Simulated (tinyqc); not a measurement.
# Front-illuminated p-i-n photodiode, quantum efficiency and bandwidth: what changes with what

Light enters through a p layer (0 to xp), a depleted layer (xp to xp + wi) and a thick n substrate, decaying as exp(-al x); one pass, no back reflection. Carriers made in the depleted layer are all collected; those in the neutral layers diffuse.

Parameters, values chosen for the exercise; values close to those of 4H silicon carbide at this wavelength: wavelength lam = 280 nm; absorption coefficient al = 14300 1/cm; reflectance of the front face Rf = 0.3; relative permittivity eps_r = 9.53; thickness of the front p layer xp = 0.06 um; thickness of the depleted layer wi = 1.1 um; electron diffusion coefficient in the p layer Dn = 5.5 cm^2/s; electron diffusion length in the p layer Ln = 1.7 um; recombination velocity of the front surface S = 9e5 cm/s; hole diffusion length in the thick n substrate Lp = 0.86 um; electron drift velocity ve = 1.99e7 cm/s; hole drift velocity vh = 1.38e7 cm/s; diameter dia = 42 um; load resistance RL = 50 ohm; parasitic capacitance Cp = 20 fF.

Constants: q = 1.602176634e-19 C, h = 6.62607015e-34 J s, c = 299792458 m/s, eps0 = 8.8541878128e-14 F/cm where lengths are in cm. Results are converted to the units shown.

Each table varies one quantity; the others keep the values above.

## Efficiency and bandwidth against the thickness of the depleted layer

k = al Ln, s = S Ln/Dn, e = exp(-al xp); front layer f1 = (k/(k^2 - 1)) {[s + k - e (s cosh(xp/Ln) + sinh(xp/Ln))]/[s sinh(xp/Ln) + cosh(xp/Ln)] - k e}; depleted layer f2 = e (1 - exp(-al wi)); substrate f3 = e exp(-al wi) al Lp/(1 + al Lp); external efficiency (1 - Rf)(f1 + f2 + f3); responsivity = efficiency q lam/(h c). Drift response for pairs made in the depleted layer, a = al wi, g = 1 - exp(-a), u = 2 pi i f, te = wi/ve, th = wi/vh: electrons He = [g - a (exp(-a) - exp(-u te))/(u te - a)]/(u te g), holes Hh = [g - a (1 - exp(-a - u th))/(a + u th)]/(u th g); C = eps0 eps_r pi (dia/2)^2/wi + Cp; total |He + Hh|/sqrt(1 + (2 pi f RL C)^2), for the current of the depleted layer alone. Limits are the frequencies at which each factor falls to 1/sqrt(2); inverse-square sum (f_transit^-2 + f_RC^-2)^(-1/2); the diffusion currents f1 and f3 are left out of the bandwidth.

Efficiency and bandwidth against the thickness of the depleted layer:
```
wi (um),f2,f1 + f3,responsivity (A/W),transit limit (GHz),RC limit (GHz),3 dB bandwidth (GHz),inverse-square sum (GHz),bandwidth x (1 - Rf) f2 (GHz)
0.14,0.1665,0.4759,0.1016,635.2,3.723,3.723,3.723,0.4339
0.23,0.2572,0.4259,0.1080,389.9,6.025,6.024,6.025,1.085
0.39,0.3923,0.3513,0.1176,233.2,9.955,9.942,9.946,2.730
0.65,0.5555,0.2614,0.1291,142.9,15.93,15.79,15.83,6.140
1.1,0.7274,0.1665,0.1413,86.89,25.21,23.89,24.21,12.16
1.8,0.8478,0.1001,0.1499,54.46,37.47,29.76,30.87,17.66
3.1,0.9069,0.06756,0.1540,31.70,55.16,26.66,27.49,16.92
5.2,0.9172,0.06185,0.1548,18.28,74.93,17.60,17.76,11.30
8.8,0.9178,0.06155,0.1548,10.39,95.63,10.31,10.33,6.624
```

What does the comparison show?

As wi goes from 0.14 to 8.8, the responsivity rises from 0.102 to 0.155 A/W and the bandwidth goes from 3.72 through a maximum of 29.8 (at wi = 1.8 among the rows listed) to 10.3 GHz. The RC limit is the lower one for wi = 0.14, 0.23, 0.39, 0.65, 1.1, 1.8, the transit limit elsewhere. Adding inverse squares of the two limits is within 3.7 % of the full result. The product of bandwidth and fast efficiency goes from 0.434 through a maximum of 17.7 (at wi = 1.8 among the rows listed) to 6.62 GHz. For wi = 0.14, 0.23, 0.39, 0.65 the diffusion currents exceed 0.3 of the drift current; their own response times, left out, may then shape the whole response.

## Efficiency and bandwidth against the diameter

Same model as above.

The same in every row: f2 = 0.7274; f1 + f3 = 0.1665; responsivity (A/W) = 0.1413; transit limit (GHz) = 86.89.

Efficiency and bandwidth against the diameter:
```
dia (um),RC limit (GHz),3 dB bandwidth (GHz),inverse-square sum (GHz),bandwidth x (1 - Rf) f2 (GHz)
5,148.0,72.26,74.93,36.79
10,122.3,67.97,70.83,34.61
20,72.18,53.19,55.52,27.08
50,18.66,18.10,18.24,9.215
100,5.114,5.101,5.105,2.598
200,1.310,1.310,1.310,0.6669
500,0.2111,0.2111,0.2111,0.1075
1000,0.05282,0.05282,0.05282,0.02689
```

As dia goes from 5 to 1000, the responsivity stays at 0.141 A/W and the bandwidth falls from 72.3 to 0.0528 GHz. The RC limit is the lower one for dia = 20, 50, 100, 200, 500, 1000, the transit limit elsewhere. Adding inverse squares of the two limits is within 4.4 % of the full result.

Numbers from tinyqc (`OMP_NUM_THREADS=1 python tinyqc.py 2250028 2250029 out.jsonl`; about 0.01 s on one thread of a shared Intel Xeon 2.30GHz).
